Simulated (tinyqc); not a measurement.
Admittance spectroscopy and thermally stimulated current of one trap level in a depletion layer: one step, computed by the program tinyqc. Command: `OMP_NUM_THREADS=1 python tinyqc.py 3113817 3113818 out.jsonl admit walk`. One thread of a shared host (Intel(R) Xeon(R) Processor @ 2.30GHz), about 0.01 s of CPU time with the checks.

A Schottky junction on n-type material holds one donor-like electron trap; shallow donors are fully ionised and abrupt depletion edges are assumed.

Problem. Temperature of the peak. N_c = 2 (2 pi m k_B T/h^2)^(3/2), v_th = sqrt(3 k_B T/m), emission rate e_n = sigma v_th N_c exp(-E_t/(k_B T)). Where the level crosses the Fermi level capture equals emission, so the trap follows the signal with the rate 2 e_n; G/omega peaks at omega = 2 e_n (the correction for large N_t/N is left out). Solve 2 e_n(T_p) = 2 pi f.

Inputs (values chosen for the exercise, modelled on n-type 4H-SiC):
```
quantity                         value    unit
density-of-states mass m         0.751     m_0
shallow doping N               3.9e+16  1/cm^3
trap depth E_t below the band    0.463      eV
capture cross section sigma      1e-17    cm^2
test frequency f                200000      Hz
```

Constants: k_B = 1.380649e-23 J/K; m_0 = 9.1093837015e-31 kg; h = 6.62607015e-34 J s; k_B = 8.617333262e-05 eV/K.

Give: peak temperature T_p; N_c at T_p; e_n at T_p; E_c - E_F = k_B T_p ln(N_c/N).

Solution.

peak temperature T_p = 569.1 K

N_c at T_p = 4.267e+19 1/cm^3

e_n at T_p = 6.283e+05 1/s

E_c - E_F = k_B T_p ln(N_c/N) = 0.3431 eV
